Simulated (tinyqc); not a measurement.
From results back to parameters: smearing for a one-band metal on the simple cubic lattice. Two cases, with inputs chosen for the exercise.

Problem. With Gaussian smearing, f = erfc(x)/2, s = exp(-x^2)/(2 sqrt(pi)), x = (E_k - mu)/sigma and free energy F = E - sigma S, small widths give F(sigma) = E0 - D sigma^2/4, where D is the density of states at the Fermi level (both spins, per cell). F at two widths was computed from hidden E0 and D.

Find: D; E0.

Method. D = 4 (F(s1) - F(s2))/(s2^2 - s1^2); E0 = F(s1) + D s1^2/4.

Case 1.

Values chosen: s1 = 0.122 eV; s2 = 0.244 eV.
F(s1) = -2.2866257 eV
F(s2) = -2.2984026 eV

Solution.

D = 1.055 1/eV
E0 = -2.2827 eV

Case 2.

Values chosen: s1 = 0.121 eV; s2 = 0.242 eV.
F(s1) = -2.1263956 eV
F(s2) = -2.1452825 eV

Solution.

D = 1.720 1/eV
E0 = -2.1201 eV

Computed by tinyqc, one run a case: `OMP_NUM_THREADS=1 python tinyqc.py N N+1 out.jsonl` with N = 1681479, 1681582; one thread of a shared Intel(R) Xeon(R) Processor @ 2.30GHz, about 0.3 s a run at most.
